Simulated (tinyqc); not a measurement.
What moves the results: band edges of strained Si(1-x)Ge(x) on relaxed Si(1-y)Ge(y). A value that a table varies takes the place of the one given here.

Values are linear in the Ge fraction but for ED(x) = linear - CD x (1 - x) and a(x) = linear - Ca x (1 - x). Energies are on the common scale of Ev.

Coherent growth on a (001) face: e_par = (a(y) - a(x))/a(x), e_perp = -2 (C12/C11) e_par; exx = eyy = e_par, ezz = e_perp, no shear.

A valley with unit axis u lies at Ev + gap + (av + a_valley) tr(e) + Xu (u.e.u - tr(e)/3); the Delta axes are x, y, z and the L axes [111], [1-1-1], [-11-1], [-1-11]. The second-order shift of the Delta valleys under shear is left out; it lowers the pair normal to the sheared plane by tens of meV at a shear of 1 %.

Valence edges: Ev plus the levels of the 6 x 6 matrix of X, Y, Z times spin with -Dso/3 + l exx + m (eyy + ezz) on the diagonal (cyclic), n exy off it, l = av + 2 b, m = av - b, n = sqrt(3) d. Spin-orbit term (Dso/3) L.sigma on X, Y, Z with (L_k)_ij = -i epsilon_kij: <X+|H|Y+> = -i Dso/3, <X+|H|Z-> = Dso/3, <Y+|H|Z-> = -i Dso/3, <Z+|H|X-> = -Dso/3, <Z+|H|Y-> = i Dso/3, <X-|H|Y-> = i Dso/3, and their conjugates; + and - are the spin along z.

Coherent growth: e_par = (a(y) - a(x))/a(x). (001): e_perp = -2 (C12/C11) e_par; exx = eyy = e_par, ezz = e_perp, no shear. (111): e_perp = -(2 C11 + 4 C12 - 4 C44)/(C11 + 2 C12 + 4 C44) e_par; exx = eyy = ezz = (2 e_par + e_perp)/3 and exy = eyz = ezx = (e_perp - e_par)/3. (110): e_perp = -(C11 + 3 C12 - 2 C44)/(C11 + C12 + 2 C44) e_par; exx = eyy = (e_par + e_perp)/2, ezz = e_par, exy = (e_perp - e_par)/2, eyz = ezx = 0.

Inputs chosen for the exercise (end members near Si and Ge, in this order; not measured data):
```
symbol  value           unit      meaning
a       (5.432, 5.664)  angstrom  lattice constant
Dso     (0.044, 0.292)  eV        spin-orbit splitting
av      (2.46, 1.25)    eV        valence hydrostatic potential
b       (-2.12, -2.56)  eV        tetragonal shear potential
d       (-4.76, -5.28)  eV        trigonal shear potential
C11     (164, 126.7)    GPa
C12     (63.2, 48)      GPa
C44     (78.8, 67.1)    GPa
Ev      (0, 0.6)        eV        top of the unstrained valence band
ED      (1.157, 0.942)  eV        gap to the Delta valleys
EL      (2.023, 0.737)  eV        gap to the L valleys
aD      (1.86, 1.3)     eV        hydrostatic potential of the Delta gap
aL      (-3.19, -3.05)  eV        hydrostatic potential of the L gap
XuD     (9.18, 9.08)    eV        uniaxial potential, Delta
XuL     (16.51, 14.91)  eV        uniaxial potential, L
CD      0.229           eV        bowing of the Delta gap
Ca      0               angstrom  bowing of the lattice constant
face    001                       growth face
y       0                         Ge fraction of the relaxed buffer
x       0.42                      Ge fraction of the layer
```

## Composition of the layer

The buffer is kept. dEc = Ec(buffer) - Ec(layer), dEv = Ev(layer) - Ev(buffer); buffer edges Ev(y) and Ev(y) + min(ED, EL). The digit behind Delta or L counts whole valleys.

Results:
```
x,e_par (%),lowest valleys,gap (eV),next valleys above (meV),valence splitting (meV),dEc (eV),dEv (eV)
0.08,-0.34,Delta4,1.084,55,20,0.022,0.051
0.16,-0.68,Delta4,1.014,110,34,0.040,0.103
0.24,-1.01,Delta4,0.947,164,47,0.053,0.157
0.31,-1.31,Delta4,0.892,211,57,0.061,0.205
0.39,-1.64,Delta4,0.831,265,69,0.066,0.260
0.47,-1.97,Delta4,0.774,317,80,0.067,0.317
0.55,-2.30,Delta4,0.719,370,92,0.063,0.375
```

The gap is 1.084 eV in the first row and 0.719 eV in the last. The lowest valleys are Delta4 throughout. Per 0.1 of x the valence offset moves by +69 meV on average; the conduction offset lies between +22 and +67 meV, not monotonically. Both carriers sit on one side in every row. Offsets below about 30 meV are within the spread of parameter sets, so those rows do not settle the type. Strains above 2 % can be kept only in layers of a few nanometres.

## Composition of the buffer

The layer is kept. dEc = Ec(buffer) - Ec(layer), dEv = Ev(layer) - Ev(buffer); buffer edges Ev(y) and Ev(y) + min(ED, EL). The digit behind Delta or L counts whole valleys.

Results:
```
y,e_par (%),lowest valleys,gap (eV),next valleys above (meV),valence splitting (meV),dEc (eV),dEv (eV)
0.00,-1.76,Delta4,0.809,284,73,0.067,0.281
0.14,-1.17,Delta4,0.876,190,62,0.035,0.188
0.28,-0.59,Delta4,0.944,95,39,0.013,0.094
0.55,0.55,Delta2,0.935,88,50,0.084,-0.037
0.69,1.13,Delta2,0.846,183,112,0.183,-0.069
0.83,1.72,Delta2,0.752,278,178,0.290,-0.096
0.97,2.31,Delta2,0.656,372,247,0.241,-0.122
```

The gap is 0.809 eV in the first row and 0.656 eV in the last, with its largest listed value, 0.944 eV, at y = 0.28: it peaks near the match y = x, since strain of either sign narrows it. The lowest valleys change: Delta4 to Delta2 between y = 0.28 and 0.55. Per 0.1 of y the valence offset moves by -42 meV on average; the conduction offset lies between +13 and +290 meV, not monotonically. Both carriers sit on one side for y = 0.00, 0.14 and 0.28, and on opposite sides elsewhere. Offsets below about 30 meV are within the spread of parameter sets, so those rows do not settle the type. Strains above 2 % can be kept only in layers of a few nanometres.

## The same layer on three faces

dEc = Ec(buffer) - Ec(layer), dEv = Ev(layer) - Ev(buffer); buffer edges Ev(y) and Ev(y) + min(ED, EL). The digit behind Delta or L counts whole valleys.

Results:
```
face,e_par (%),lowest valleys,gap (eV),next valleys above (meV),valence splitting (meV),dEc (eV),dEv (eV),Delta spread (meV),L spread (meV)
(001),-1.76,Delta4,0.809,284,73,0.067,0.281,284,0
(111),-1.76,Delta6,0.894,518,73,-0.006,0.269,0,350
(110),-1.76,Delta2,0.815,120,76,0.069,0.273,120,276
```

On (001) only the Delta valleys split (284 meV), on (111) only the L valleys (350 meV), on (110) both (120 and 276 meV). The lowest valleys are Delta4 on (001), Delta6 on (111) and Delta2 on (110); the smallest gap is 0.809 eV on (001) and the largest 0.894 eV on (111).

## What each parameter does

dEc = Ec(buffer) - Ec(layer), dEv = Ev(layer) - Ev(buffer); buffer edges Ev(y) and Ev(y) + min(ED, EL). Each row changes one parameter from the base and keeps the others.

Results:
```
case,gap (eV),valence splitting (meV),dEc (eV),dEv (eV)
base,0.8091,73.3,0.0667,0.2813
x = 0.45,0.7876,77.6,0.0668,0.3026
y = 0.03,0.8235,71.3,0.0592,0.2612
CD = 0.279 eV,0.7969,73.3,0.0788,0.2813
"av = (2.829, 1.438) eV",0.8091,73.3,0.0730,0.2749
"Ev = (0, 0.69) eV",0.8091,73.3,0.0289,0.3191
"XuD = (10.557, 10.442) eV",0.7948,73.3,0.0809,0.2813
"b = (-2.438, -2.944) eV",0.7983,76.6,0.0667,0.2920
"C12 = (72.68, 55.2) GPa",0.8015,74.8,0.0656,0.2899
```

The largest shifts from the base row, up to three for each result and ties (the steps differ in size, so this ranks the rows, not the parameters). gap (eV): x -0.0215, y +0.0144, XuD -0.0142; unchanged at the printed digits by av and Ev. valence splitting (meV): x +4.3, b +3.3, y -1.9; unchanged at the printed digits by CD, av, Ev and XuD. dEc (eV): Ev -0.0378, XuD +0.0142, CD +0.0122; unchanged at the printed digits by b. dEv (eV): Ev +0.0378, x +0.0213, y -0.0201; unchanged at the printed digits by CD and XuD. The lowest valleys of the layer are Delta4, so among the conduction-band potentials only those of that family reach the gap and dEc; the buffer is unstrained. A shift large enough to swap the lowest family would change that.

Program tinyqc; command `OMP_NUM_THREADS=1 python tinyqc.py 1050027 1050028 out.jsonl`; about 0.01 s on one thread of a shared Intel(R) Xeon(R) Processor @ 2.30GHz.
